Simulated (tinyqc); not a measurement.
Inside a calculation. Model: shallow acceptor in the spherical model (Baldereschi-Lipari), strong spin-orbit limit. Computed by tinyqc, a small Python program that keeps every step. Command: `OMP_NUM_THREADS=1 python tinyqc.py 3026763 3026764 out.jsonl acceptor walk`. One thread of a shared host (Intel(R) Xeon(R) Processor @ 2.30GHz), about 0.01 s of CPU time with the checks. Intermediate numbers are printed to about 5 digits and carried at full precision; extremes and crossings named in words are read from the listed rows.

The 1S(3/2) state has an s envelope f(r) and a d envelope g(r). In effective units they obey -(f'' + 2f'/r + 2f/r) + mu (g'' + 5g'/r + 3g/r^2) = E f and -(g'' + 2g'/r - 6g/r^2 + 2g/r) + mu (f'' - f'/r) = E g. The cubic term, the split-off band and the central cell are left out.

Inputs (values chosen for the exercise, modelled on InAs):
```
quantity                  value  unit
Luttinger gamma_1          20.1     -
Luttinger gamma_2          8.33     -
Luttinger gamma_3          9.17     -
dielectric constant eps    14.9     -
functions per channel n       2     -
smallest exponent zeta_1   0.98  1/a*
ratio beta of exponents     2.5     -
```

Constants: Ry = 13.605693123 eV; a_0 = 0.529177210903 angstrom.

## Effective units and couplings

Ry* = Ry/(gamma_1 eps^2), a* = a_0 eps gamma_1, mu = (6 gamma_3 + 4 gamma_2)/(5 gamma_1), delta = (gamma_3 - gamma_2)/gamma_1; spherical masses 1/(gamma_1 (1 - mu)) (heavy) and 1/(gamma_1 (1 + mu)) (light).

Ry* = 3.0490 meV

a* = 158.48 angstrom

mu = 0.87900

delta = 0.041791

heavy-hole mass = 0.41118 m_0

light-hole mass = 0.026477 m_0

## Matrices in a small basis

zeta_i = zeta_1 beta^(i-1), i = 1..n, in both channels. Basis: f_i = exp(-zeta_i r), g_i = r exp(-zeta_i r), weight r^2 dr, s = zeta_i + zeta_j. S_ff = 2/s^3, H_ff = zeta_i zeta_j S_ff - 2/s^2; S_gg = 24/s^5, H_gg = 8/s^3 + 24 zeta_i zeta_j/s^5 - 12/s^4; H(f_i, g_j) = mu (6 zeta_i^2/s^4 + 2 zeta_i/s^3); S_fg = 0. Each function is normalised by sqrt(S_ii).

H (Ry*):
```
          f1        f2      g1      g2
f1   -0.9996  -0.75895  1.2185  1.6690
f2  -0.75895    1.1025  2.8245  7.6156
g1    1.2185    2.8245  1.2609  2.7742
g2    1.6690    7.6156  2.7742  11.556
```

S:
```
        f1      f2      g1      g2
f1  1.0000  0.7376  0.0000  0.0000
f2  0.7376  1.0000  0.0000  0.0000
g1  0.0000  0.0000  1.0000  0.6021
g2  0.0000  0.0000  0.6021  1.0000
```

## Lowest level in the small basis

H c = E S c with c^T S c = 1 and the largest component positive; the d weight is the part of the norm in g.

E = -3.0938 Ry*

coefficients: f1 -0.3399, f2 1.0625, g1 -0.0711, g2 -0.4911

d weight = 0.28829

## Converged levels

Large basis: zeta_i = 0.08 x 1.55^(i-1), i = 1..20 in each channel; overlap eigenvalues below 1e-11 are dropped. Binding energies are -E Ry*; the mass that fits is E(1S) eps^2/Ry.

1S(3/2) binding in Ry* = 4.0084

1S(3/2) binding energy = 12.221 meV

2S(3/2) binding energy = 3.7270 meV

d weight of 1S(3/2) = 0.36792

Hydrogenic mass that fits = 0.19942 m_0

The small basis recovers 77.2 % of the binding. The ratio 2S/1S is 0.305 against the hydrogenic 0.25. The fitted mass is 48 % of the heavy-hole mass.

## One mass for the acceptor?

Hydrogenic binding Ry m/eps^2; the density-of-states mass is (m_H^(3/2) + m_L^(3/2))^(2/3); errors are against the large basis.

1S binding energy:
```
mass                     value (m_0)  binding (meV)  error (%)
light hole                   0.02648          1.623     -86.72
1/gamma_1                    0.04975          3.049     -75.05
mean of heavy and light      0.21883         13.411       9.73
heavy hole                   0.41118         25.199     106.19
density of states            0.41565         25.473     108.43
```

The coupled result, 12.22 meV, lies between the 1/gamma_1 value (no coupling) and the heavy-hole value; the closest single rule here is "mean of heavy and light", off by +9.7 %.

## Binding against mu

The formulas are those given above.

1S(3/2):
```
mu    binding (Ry*)  d weight  binding x (1 - mu)
0.10         1.0091   0.00424             0.90817
0.26         1.0651   0.02889             0.78817
0.50         1.2985   0.10979             0.64927
0.53         1.3497   0.12393             0.63435
0.80         2.5802   0.29828             0.51604
0.88         4.0384   0.36886             0.48461
0.90         4.7683   0.38818             0.47683
0.95         9.1447   0.44002             0.45723
```

The binding grows from 1.009 to 9.14 Ry*, slowly at first (second order in mu), while the d weight rises to 0.44. The last column, the binding in units of the heavy-hole Rydberg, falls to 0.457, towards about 0.44 as mu tends to 1.

Checks made by the program: mu = 0 against hydrogen, 1 and 1/4 (relative difference 4e-06); the coupling element from the adjoint operator (relative difference below 1e-10).
